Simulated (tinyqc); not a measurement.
# Worked calculation: AlGaN/GaN HEMT with access regions, lumped model

Program tinyqc, `OMP_NUM_THREADS=1 python tinyqc.py 2570009 2570010 out.jsonl`; Intel Xeon 2.30GHz, shared host, one thread, about 0.02 s. Printed values are rounded.

A polarisation-induced electron sheet under a Schottky gate, in series with two ungated access regions and contacts. Drift law v = mu E/(1 + mu E/vs) under the gate. Currents in mA/mm, resistances in ohm mm. No self-heating, no channel-length modulation; fits for polarisation, barrier and offset are chosen for the exercise.

Values chosen for this exercise; values close to those of AlGaN/GaN structures: aluminium share of the barrier x = 0.29; barrier thickness d = 25 nm; relative permittivity of barrier and channel eps_r = 9.5; channel mobility mu = 1600 cm^2/(V s); saturation velocity vs = 1.5e7 cm/s; gate length Lg = 1.5 um; source access length Ls = 1 um; drain access length Ld = 8 um; resistance of each contact Rc = 0.59 ohm mm; share of the drain-access electrons removed by traps ft = 0.46; gate voltage Vg = -0.5 V; drain voltage Vd = 1 V; critical field Ec = 3.3 MV/cm; depth over which the depleted charge spreads te = 0.29 um; insulator under the field plate tf = 200 nm; relative permittivity of that insulator ei = 7.5.

Constants: q = 1.602176634e-19 C, eps0 = 8.8541878128e-14 F/cm where lengths are in cm. Results are converted to the units shown.

## Polarisation charge, threshold and sheet resistance

sigma = (5e13 x + 1.6e13 x^2) cm^-2, phiB = 0.84 + 1.3 x, dEc = 0.7 (1.71 x + x^2) in volts, Cb = eps0 eps_r/d, VT = phiB - dEc - q sigma/Cb, access density n0 = -Cb VT/q. Rsh = 1/(q mu n0); largest access current q n0 vs.

sigma = 1.58456e13 cm^-2
Cb = 0.336459 uF/cm^2
VT = -6.73448 V
n0 = 1.41425e13 cm^-2
Rsh = 275.831 ohm
q n0 vs = 3398.81 mA/mm

## Iteration 1: drain current

I at the start = 130 mA/mm

Access resistance R(L, n) = L/(q mu n sqrt(1 - (I/(q n vs))^2)); Rs = Rc + R(Ls, n0), Rd = Rc + R(Ld, (1 - ft) n0). Vg' = Vg - I Rs, Vd' = Vd - I (Rs + Rd); with u = Vg' - VT, Vc = vs Lg/mu and w the smaller of Vd' and Vc [sqrt(1 + 2 u/Vc) - 1] (0 if negative), the channel gives (mu Cb/Lg)(u w - w^2/2)/(1 + w/Vc). I(new) = I + 0.1 (channel current - I).

Rs = 0.866033 ohm mm
Rd = 4.68668 ohm mm
Vg' = -0.612584 V
Vd' = 0.278147 V
channel current = 498.608 mA/mm
I after iteration 1 = 166.861 mA/mm

## Iteration 2: drain current

As before.

Rs = 0.866164 ohm mm
Rd = 4.69338 ohm mm
Vg' = -0.644529 V
Vd' = 0.0723289 V
channel current = 149.458 mA/mm
I after iteration 2 = 165.121 mA/mm

## Course of the iteration: drain current

Stop when I changes by less than 1e-6 mA/mm, or after 60 iterations. I must stay below q (1 - ft) n0 vs.

Course of the iteration:
```
iteration  I (mA/mm)  |change| (mA/mm)
1            166.861              36.9
2            165.121              1.74
3            165.446             0.325
4            165.387            0.0586
5            165.398            0.0106
6            165.396           1.93e-3
7            165.396           3.50e-4
8            165.396           6.36e-5
9            165.396           1.15e-5
10           165.396           2.09e-6
11           165.396           3.79e-7
```

Converged in 11 iterations. At the end each change is about 0.18 times the one before, with alternating sign: linear convergence. Of Vd, 8.05 % reaches the channel; the access current is 9.0 % of its limit.

## On-resistance and breakdown

sigma = (5e13 x + 1.6e13 x^2) cm^-2, phiB = 0.84 + 1.3 x, dEc = 0.7 (1.71 x + x^2) in volts, Cb = eps0 eps_r/d, VT = phiB - dEc - q sigma/Cb, access density n0 = -Cb VT/q. Ron = 2 Rc + Ls/(q mu n0) + Ld/(q mu (1 - ft) n0) + Lg/(mu Cb (Vg - VT)). Off state: a depleted stretch that holds the voltage V has the peak field sqrt(k V), k = 2 q n0/(eps0 eps_r te), so one edge holds V1 = Ec^2/k. The sheet under the plate pinches off at Vf = q n0 (1/Cb + tf/(eps0 ei)); beyond it the gate edge is screened. BV = V1 if Vf >= V1, else Vf + V1, and at most Ec Ld. Specific resistance Ron (Ls + Lg + Ld); figure of merit BV^2 over it.

Ron = 5.98915 ohm mm
Vf = 74.9772 V
V1 = 58.6181 V
BV = 58.6181 V
specific resistance = 0.628861 mohm cm^2
figure of merit = 5.46398 MW/cm^2

The plate pinches off too late to screen the gate edge, so it adds nothing.
